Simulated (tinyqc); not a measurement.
# MOS capacitor on an n-type substrate, surface potential from the exact charge relation, step by step

tinyqc, about 0.01 s, one thread, Intel Xeon 2.30GHz (shared host): `OMP_NUM_THREADS=1 python tinyqc.py 2060102 2060103 out.jsonl` Printed values are rounded.

Uniform n-type substrate, Boltzmann statistics, full ionisation, classical densities. psi is the surface potential against the body (positive when the bands bend down) and u = -psi/Vt. Traps are spread evenly over the gap and neutral at flat band, so their charge is -q Dit psi; the minority quasi-Fermi level is shifted by Vb.

Parameters, values chosen for the exercise; band and dielectric values close to those of silicon: temperature T = 250 K; band gap Eg = 1.13 eV; relative permittivity eps_r = 11.7; conduction-band density of states at T Nc = 2.13e19 cm^-3; valence-band density of states at T Nv = 2e19 cm^-3; electron affinity chi = 4.11 eV; donor density of the substrate N = 1.5e18 cm^-3; relative permittivity of the gate insulator (close to hafnium oxide) eox = 21.7; insulator thickness tox = 78 nm; gate work function phiM = 5 eV; fixed charge at the interface, in units of q Nf = 3.8e10 cm^-2; density of interface traps Dit = 0 cm^-2 eV^-1; reverse bias of the inversion layer against the body Vb = 0 V; gate voltage against the body Vg = -4.76 V.

Constants: q = 1.602176634e-19 C, kB = 1.380649e-23 J/K, Vt = kB T/q, eps0 = 8.8541878128e-14 F/cm where lengths are in cm. Results are converted to the units shown.

Range of the model: At this gate voltage the surface density exceeds 0.3 of the band density of states, so degeneracy and confinement would lower the charge and capacitance.

## Flat band, threshold and scales

ni = sqrt(Nc Nv) exp(-Eg/(2 Vt)), Eg in volts; phiF = Vt ln(N/ni); Cox = eps0 eox/tox; Vfb = phiM - chi - Vt ln(Nc/N) - q Nf/Cox; Q0 = sqrt(2 eps0 eps_r q N Vt); r = (ni/N)^2 exp(-Vb/Vt); VT = Vfb - [(2 phiF + Vb)(1 + q Dit/Cox) + sqrt(2 eps0 eps_r q N (2 phiF + Vb))/Cox].

ni = 8.410196e7 cm^-3
phiF = 0.5085187 V
Cox = 0.2463280 uF/cm^2
Vfb = 0.8081242 V
Q0 = 103.5713 nC/cm^2
r = 3.143617e-21
VT = -3.097848 V

## Starting value

psi = Vg - Vfb, limited to the range from +4 Vt to -(2 phiF + Vb + 4 Vt).

psi at the start = -1.103211 V

## Iteration 1: Newton step for the surface potential

u = -psi/Vt; F^2 = exp(-u) + u - 1 + r (exp(u) - u - 1); Qs = +sign(u) Q0 F; Cs = -dQs/dpsi = (Q0/Vt) |1 - exp(-u) + r (exp(u) - 1)|/(2 F). f = Vfb + psi + (q Dit psi - Qs)/Cox - Vg, f' = 1 + (Cs + q Dit)/Cox, psi(new) = psi - f/f'.

u = 51.20891
F = 10.23753
Qs = 1060.315 nC/cm^2
Cs = 13.05455 uF/cm^2
f = 0.1604307 V
f' = 53.99658
psi after iteration 1 = -1.106182 V

## Iteration 2: Newton step for the surface potential

As before.

u = 51.34683
F = 10.63103
Qs = 1101.070 nC/cm^2
Cs = 14.39692 uF/cm^2
f = -0.007990520 V
f' = 59.44612
psi after iteration 2 = -1.106047 V

## Iteration 3: Newton step for the surface potential

As before.

u = 51.34059
F = 10.61239
Qs = 1099.139 nC/cm^2
Cs = 14.33391 uF/cm^2
f = -1.719991e-5 V
f' = 59.19034
psi after iteration 3 = -1.106047 V

## Course of the Newton iteration

Stop when the step is below 1e-10 V, or after 60 iterations.

Course of the iteration:
```
iteration	psi before the step (V)	f (V)	step (V)
1	-1.103211	0.160	-2.97e-3
2	-1.106182	-7.99e-3	1.34e-4
3	-1.106047	-1.72e-5	2.91e-7
4	-1.106047	-8.02e-11	1.35e-12
```

Converged in 4 iterations.

## Charges, field and capacitances at the solution

converged psi = -1.106047 V

u = -psi/Vt; F^2 = exp(-u) + u - 1 + r (exp(u) - u - 1); Qs = +sign(u) Q0 F; Cs = -dQs/dpsi = (Q0/Vt) |1 - exp(-u) + r (exp(u) - 1)|/(2 F). Low frequency: 1/C_LF = 1/Cox + 1/(Cs + q Dit). High frequency, in the simple estimate in which traps and minority carriers do not follow: 1/C_HF = 1/Cox + 1/Cd, Cd being Cs with r = 0 at the same psi. Minority sheet density N_inv = (Q0/(2 q)) int_0^u r (exp(t) - 1)/F(t) dt for u > 0. Oxide field |Qs - q Dit psi + q Nf|/(eps0 eox).

Qs = 1099.135 nC/cm^2
N_inv = 2.294534e12 cm^-2
oxide field = 0.5752299 MV/cm
Cs = 14.33378 uF/cm^2
C_LF/Cox = 0.9831052
C_HF/Cox = 0.5790153

The surface is in strong inversion (borders at |psi| = 0, phiF + Vb and 2 phiF + Vb = 1.02 V). Minority carriers make up 33.4 % of Qs.
